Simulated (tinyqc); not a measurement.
Potential-pH (Pourbaix) lines of a metal, its cation, its oxide and an oxyanion, with a complexing ligand: one step, computed by the program tinyqc. Command: `OMP_NUM_THREADS=1 python tinyqc.py 3005834 3005835 out.jsonl pourb walk`. One thread of a shared host (Intel(R) Xeon(R) Processor @ 2.30GHz), about 0.01 s of CPU time with the checks.

Potentials are against the standard hydrogen electrode; solids and water have unit activity; dG_f of M, H+ and the electron is zero; F = e N_A and s = R T ln(10)/F. The cation carries z = 3.

Task: Vertical lines. M3+ + 3e = M; (1/2) M2O3 + 3H+ + 3e = M + (3/2) H2O; MO2(-) + 4H+ + 3e = M + 2H2O. For each, E0 = -dG/(z F), and E = E0 + (s/z) log10 a - (s n_H/z) pH, with no activity term for the oxide. Two oxidised species coexist where their lines against the metal cross: pH1 (cation/oxide) = [E0(oxide) - E0(cation)]/s - (log10 a)/z; pH2 (oxide/oxyanion) = {[E0(oxyanion) - E0(oxide)]/s + (log10 a)/z}/(4/z - 1).

Inputs (values chosen for the exercise, modelled on aluminium): temperature T = 298.15 K; log10 of the dissolved activity a = -3.

Species: M, M3+, M2O3, MO2(-).

E0 (V): cation -1.690758, oxide -1.503648, oxyanion -1.220255

s = 0.05915935 V

Give: pH1; pH2; width of the oxide field, pH2 - pH1.

Result:

pH1 = 4.1628

pH2 = 11.371

width of the oxide field, pH2 - pH1 = 7.2082

The oxide is stable from pH 4.16 to 11.37; each decade less of dissolved metal narrows this field by 1.33 pH units.
